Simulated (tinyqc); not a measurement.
Strain-driven roughening and islands of a mismatched epitaxial film: one step, computed by the program tinyqc.

Film and substrate share isotropic elastic constants; the film is coherent and biaxially strained.

Task: A ripple of given wavelength. A ripple A cos(k x) has the surface chemical potential per volume [gamma k^2 - 2 (1 + nu) w k] A cos(k x), so k_c = 2 (1 + nu) w/gamma. With surface diffusion the amplitude grows at the rate q = B k^2 [2 (1 + nu) w k - gamma k^2], fastest at k_m = (3/4) k_c. B is the surface mobility. Stress at the trough = stress x (1 + 2 k A).

Inputs (values chosen for the exercise, modelled on Ge on Si): Poisson ratio nu = 0.24; surface energy gamma = 0.992 J/m^2; surface mobility D_s nu_s Omega^2/(k_B T) = 7.3e-35 m^6/(J s); initial ripple amplitude A0 = 0.2 nm; ripple wavelength over the critical one = 2.9.

Transport: surface diffusion.

k_c = 0.7799665 1/nm

energy density w = 311.9866 MJ/m^3

growth time 1/q at k_m = 0.3537837 s

Give: k; rate q; q over the largest rate; stress concentration at A0.

Result:

k = 0.26895 1/nm

rate q = 0.71995 1/s

q over the largest rate = 0.25471

stress concentration at A0 = 1.1076

The ripple grows.
